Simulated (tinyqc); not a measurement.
Filling against narrowing: heavy doping: band filling, gap narrowing, band tails and the effective intrinsic density. Computed by tinyqc, a small Python program. Command: `OMP_NUM_THREADS=1 python tinyqc.py 3021636 3021637 out.jsonl gapnarrow walk`. One thread of a shared host (Intel(R) Xeon(R) Processor @ 2.30GHz), about 0.03 s of CPU time with the checks.

An n-type crystal above its Mott density, with all dopants ionised: n = N_D - N_A, ionised centres N_I = N_D + N_A. Valleys are taken as spherical with mass m_e.

Inputs (values chosen for the exercise, modelled on CdTe):

| quantity | value | unit |
|---|---|---|
| electron mass m_e | 0.098 | m_0 |
| valleys M_c | 1 | - |
| hole mass m_h | 0.632 | m_0 |
| dielectric constant eps | 10.4 | - |
| donor density N_D | 3.1e+18 | cm^-3 |
| compensation ratio N_A/N_D | 0 | - |
| temperature T | 150 | K |

Conduction band: parabolic.

Constants: a_0 = 0.529177210903 angstrom; Ry = 13.605693123 eV; hbar^2/(2 m_0) = 3.80998212 eV angstrom^2; k_B = 8.617333262e-05 eV/K; e = 1.602176634e-19 C; eps_0 = 8.8541878128e-12 F/m; e^2/(4 pi eps_0) = 14.39964548 eV angstrom.

Method:
- n = N_D (1 - ratio); Ry* = Ry m_e/eps^2, a* = a_0 eps/m_e; r_s = (3/(4 pi n))^(1/3)/a*; k_F = (3 pi^2 n/M_c)^(1/3); Mott density (0.26/a*)^3.
- n = M_c (1/(2 pi^2)) (m_e/(hbar^2/2m_0))^(3/2) int sqrt(E) f dE, f = 1/(1 + exp((E - E_F)/k_B T)); trapezoid rule in t = sqrt(E/k_B T), step 0.02 up to 12; E_F by bisection from the band edge.
- Screening: q^2 = (e/(eps eps_0)) dn/dE_F. Exchange lowers the conduction band by (1/pi) k_F e^2/(4 pi eps_0 eps) (T = 0 Hartree-Fock at k_F, taken as a rigid shift). Screening raises the valence band by (q/2) e^2/(4 pi eps_0 eps) (static Coulomb hole). The narrowing is the sum; electron correlation and carrier-ion shifts are left out. Root-mean-square potential of randomly placed ions: V_rms = (e^2/(4 pi eps_0 eps)) sqrt(2 pi N_I/q).
- Absorption edge of a direct gap, from the valence band at k_F (T = 0 value) to the Fermi level: E_g - narrowing + E_F + (hbar^2/2m_0) k_F^2/m_h, k_F = (3 pi^2 n)^(1/3); the shift is the edge less E_g. n p/n_i^2 = exp(narrowing/k_B T) x (n/N) exp(-E_F/k_B T), N being the limit of n exp(-E_F/k_B T) far below the edge (taken at E_F = -12 k_B T); apparent narrowing = k_B T ln(n p/n_i^2).
- The compensation ratio is held; the absorption edge is given only for E_F above 2 k_B T.

n = 3.10e+18 cm^-3

Mott density = 9.92419e+16 cm^-3

Against carrier density (energies in meV):

| n (cm^-3) | E_F | narrowing | apparent narrowing | V_rms | shift of the absorption edge |
|---|---|---|---|---|---|
| 3.10e+17 | 6.81 | 21.221 | 16.096 | 14.682 | - |
| 6.20e+17 | 20.74 | 26.707 | 16.607 | 18.516 | - |
| 1.20e+18 | 38.23 | 32.454 | 13.405 | 23.601 | 12.29 |
| 2.20e+18 | 60.58 | 38.206 | 4.638 | 29.934 | 32.13 |
| 3.10e+18 | 77.28 | 41.743 | -4.096 | 34.386 | 47.81 |
| 5.00e+18 | 107.51 | 47.142 | -22.740 | 41.832 | 77.23 |
| 7.80e+18 | 145.39 | 52.774 | -49.247 | 50.274 | 115.31 |
| 1.20e+19 | 194.32 | 58.907 | -86.473 | 60.114 | 165.65 |

What follows from these numbers?

Narrowing grows with exponent 0.26 between the last rows (exchange goes as n^(1/3), the Coulomb hole as n^(1/6) in a degenerate parabolic band) and E_F with 0.67 (2/3 for a parabolic band at T = 0). The apparent narrowing peaks at 16.6 meV near 6.2e17 cm^-3 and then falls, as E_F grows faster than the narrowing. In rows with E_F below 2 k_B T the T = 0 exchange term is overstated. Where V_rms is above half of E_F, band tails blur the edge by more than small net shifts. Filling outweighs narrowing at the absorption edge in every degenerate row (a net Burstein-Moss blue shift).

Extremes, crossings and ranges named in words are read from the listed rows.
